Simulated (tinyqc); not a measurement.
What moves the results: interband optics of a two-band s-p chain from momentum matrix elements. A value that a table varies takes the place of the one given here.

H(k) = [[Es - 2 ts cos ka, 2i V sin ka], [-2i V sin ka, Ep_ + 2 tp cos ka]] in the basis s, p; the lower band is full, with two electrons a cell. The velocity operator times hbar is W = dH/dk (eV angstrom); intra-atomic dipoles are left out.

With w(k) = |<c|W|v>|^2 and D(k) = Ec - Ev, on the mesh k_j = (j + 1/2)/N (2 pi/a): eps(E) = 1 + (8 pi e2/(a Ar)) mean_j (w/D^2) [1/(D - E - i eta) + 1/(D + E + i eta)], e2 = e^2/(4 pi eps0); light polarised along the chains, no local fields.

Constants: e^2/(4 pi eps0) = 14.39964547 eV angstrom; hbar^2/2m0 = 3.80998211 eV angstrom^2.

Parameters, chosen for this exercise: a = 2.79 angstrom (period); Es = 2.51 eV (upper orbital (s)); Ep_ = -2.48 eV (lower orbital (p)); ts = 0.41 eV (s-s hopping); tp = 0.36 eV (p-p hopping); V = 0.85 eV (s-p hopping); Ar = 11 angstrom^2 (cross-section per chain); eta = 0.1 eV (Lorentzian half width); E = 5.55 eV (photon energy).

## Joint density of states against eps2

Mesh of 2000 points. J(E) = mean of (eta/pi)/((E - D)^2 + eta^2). The fourth column is J times the constant (8 pi^2 e2/(a Ar)) mean(w/D^2). R = |(sqrt(eps) - 1)/(sqrt(eps) + 1)|^2.

Spectrum:
```
E (eV),J (1/eV),eps2,eps2 with constant element,eps1,R
2.85,0.013,0.545,0.206,6.165,0.182
3.24,0.051,2.750,0.801,10.291,0.286
3.63,0.234,11.975,3.704,-1.268,0.475
4.02,0.165,4.481,2.609,-2.662,0.467
4.41,0.149,1.984,2.356,-1.586,0.439
4.80,0.149,0.890,2.356,-0.499,0.328
5.19,0.160,0.413,2.537,0.536,0.037
5.59,0.189,0.348,2.987,1.703,0.021
5.98,0.259,0.920,4.094,3.382,0.097
6.37,0.606,5.845,9.572,7.243,0.284
6.76,0.208,2.816,3.292,-6.082,0.747
7.15,0.038,0.471,0.608,-2.326,0.833
```

Transitions span 3.450 to 6.549 eV. Among the energies listed J peaks at 6.37 eV and eps2 at 3.63 eV. The ratio of eps2 to the constant-element value is 3.23 at 3.63 eV and 0.61 at 6.37 eV: w/D^2 is 1.890 angstrom^2 at the zone centre and 0.528 at the edge.

## Mesh against broadening

eps2 at E for three widths, and eps(0) at eta = 0; the last row is the mesh of 2000 points.

Convergence:
```
N,eta = 0.03 eV,eta = 0.1 eV,eta = 0.3 eV,eps(0)
4,0.095,0.313,0.866,2.0900
8,0.104,0.329,0.853,3.1527
16,0.104,0.338,0.905,3.2937
32,0.102,0.331,0.899,3.2944
64,0.103,0.334,0.899,3.2944
128,0.103,0.334,0.899,3.2944
2000,0.103,0.334,0.899,3.2944
```

The first N from which eps2 stays within 2 % of the last row is 8 for eta = 0.03, 8 for 0.1 and 16 for 0.3 eV; for eps(0) and 0.1 % it is 16. E lies inside the range of transitions, so as a rule the spacing of D between mesh points must fall below eta (less so where the weight w is small at E).

## Static constant against the gap

Es takes the values listed; mesh of 400 points; the Penn-type estimate is 1 + 8 pi c e2 n_eff/(a Ar Dm^2) with Dm the f-weighted mean of D, f = w/(c D), n_eff = 2 mean(f), c = hbar^2/2m0.

Results:
```
Es (eV),smallest D (eV),Dm (eV),n_eff,eps(0),estimate
2.21,3.150,4.835,1.115,3.808,3.142
2.51,3.450,5.130,1.061,3.294,2.811
3.01,3.950,5.621,0.981,2.690,2.394
3.51,4.450,6.113,0.911,2.285,2.095
4.51,5.450,7.099,0.796,1.796,1.709
5.51,6.450,8.088,0.705,1.529,1.485
7.51,8.450,10.071,0.573,1.268,1.254
```

eps(0) - 1 falls from 2.808 to 0.268, as Dm^-3.20; a fixed n_eff would give the power -2, and n_eff goes from 1.115 to 0.573. The single-gap estimate is low by 23.7 % of eps(0) - 1 in the first row and 5.4 % in the last, since 1/D^2 favours the smallest separations. n_eff need not equal the 2 electrons of the cell: a two-orbital basis with chosen hoppings does not obey the free-electron sum rule.

## What moves the optical response

Mesh of 400 points; n_eff = 2 mean(w/(c D)), c = hbar^2/2m0. Each row changes one parameter from the base and keeps the others.

Results:
```
case,smallest D (eV),largest D (eV),n_eff,eps(0)
base,3.450,6.549,1.061,3.294
a = 2.929 angstrom,3.450,6.549,1.169,3.409
Es = 2.81 eV,3.750,6.839,1.011,2.902
ts = 0.492 eV,3.286,6.694,1.070,3.463
V = 0.935 eV,3.450,6.631,1.249,3.667
Ar = 12.1 angstrom^2,3.450,6.549,1.061,3.086
```

The largest shifts from the base row, up to three for each result and ties (the steps differ in size, so this ranks the rows, not the parameters). smallest D (eV): Es +0.300, ts -0.164; unchanged at the printed digits by a, V and Ar. largest D (eV): Es +0.290, ts +0.145, V +0.082; unchanged at the printed digits by a and Ar. n_eff: V +0.188, a +0.108, Es -0.049; unchanged at the printed digits by Ar. eps(0): Es -0.392, V +0.373, Ar -0.209.

(tinyqc, `OMP_NUM_THREADS=1 python tinyqc.py 1652553 1652554 out.jsonl`, Intel(R) Xeon(R) Processor @ 2.30GHz, 1 thread, shared host, about 0.01 s.)
